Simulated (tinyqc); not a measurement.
Core-shell quantum dot (spherical envelope functions): one step. Ground states. Four cases, with inputs chosen for the exercise.

Question. Find the lowest root for electron and hole, and the share of u^2 inside the core.

Parabolic bands; strain and other valleys are left out. s states, u = r psi, hard wall at R + H, c = hbar^2/2m0, energies from the band edges of the core. Core: u = sin(k1 r)/k1, k1 = sqrt(m1 E/c). At R, psi and psi'/m are continuous, so u is continuous and its slope in the shell is s = u/R + (m2/m1)(u' - u/R). Shell: u(R + x) = u(R) cos(k2 x) + s sin(k2 x)/k2, k2 = sqrt(m2 (E - V)/c); for negative arguments the functions turn into sinh and cosh. A level has u(R + H) = 0.

Constants: hbar^2/2m0 = 3.80998211 eV angstrom^2.

Case 1.

Values chosen (near those of a CdTe/CdSe core-shell dot; not measured data): R = 31 angstrom (core radius); H = 15 angstrom (shell thickness); Vc = -0.32 eV (conduction edge of the shell above that of the core); Vv = 0.603 eV (hole barrier of the shell); me1 = 0.095 m0 (electron, core); me2 = 0.132 m0 (electron, shell); mh1 = 0.333 m0 (hole, core); mh2 = 0.43 m0 (hole, shell).

Case 2.

Values chosen (near those of a CdSe/CdS core-shell dot; not measured data): R = 22 angstrom (core radius); H = 24 angstrom (shell thickness); Vc = 0.301 eV (conduction edge of the shell above that of the core); Vv = 0.472 eV (hole barrier of the shell); me1 = 0.124 m0 (electron, core); me2 = 0.2 m0 (electron, shell); mh1 = 0.447 m0 (hole, core); mh2 = 0.779 m0 (hole, shell).

Case 3.

Values chosen (near those of a Ge/Si core-shell dot; not measured data): R = 13 angstrom (core radius); H = 13 angstrom (shell thickness); Vc = -0.05 eV (conduction edge of the shell above that of the core); Vv = 0.563 eV (hole barrier of the shell); me1 = 0.117 m0 (electron, core); me2 = 0.252 m0 (electron, shell); mh1 = 0.2 m0 (hole, core); mh2 = 0.388 m0 (hole, shell).

Case 4.

Values chosen (near those of a GaAs/AlGaAs core-shell dot; not measured data): R = 13 angstrom (core radius); H = 29 angstrom (shell thickness); Vc = 0.239 eV (conduction edge of the shell above that of the core); Vv = 0.121 eV (hole barrier of the shell); me1 = 0.069 m0 (electron, core); me2 = 0.094 m0 (electron, shell); mh1 = 0.408 m0 (hole, core); mh2 = 0.453 m0 (hole, shell).

Give: a table of carrier, E (eV), share in the core.

Answer.

Case 1.

Levels:
```
carrier   E (eV)  share in the core
electron  0.0475              0.599
hole      0.0863              0.979
```

The core holds 31 % of the volume. The hole stays in the core while the electron spreads over core and shell (quasi type II behaviour; the line-up itself is of type II).

Case 2.

Levels:
```
carrier   E (eV)  share in the core
electron  0.2224              0.694
hole      0.1065              0.948
```

The core holds 11 % of the volume. Both carriers sit mainly in the core, as the type I line-up favours.

Case 3.

Levels:
```
carrier   E (eV)  share in the core
electron  0.2027              0.419
hole      0.3781              0.720
```

The core holds 12 % of the volume. The hole stays in the core while the electron spreads over core and shell (quasi type II behaviour; the line-up itself is of type II).

Case 4.

Levels:
```
carrier   E (eV)  share in the core
electron  0.4231              0.209
hole      0.1391              0.339
```

The core holds 3 % of the volume. Neither carrier is held firmly in the core.

Computed by tinyqc, one run a case: `OMP_NUM_THREADS=1 python tinyqc.py N N+1 out.jsonl` with N = 1251891, 1252121, 1252223, 1252286; one thread of a shared Intel(R) Xeon(R) Processor @ 2.30GHz, about 0.06 s a run at most.
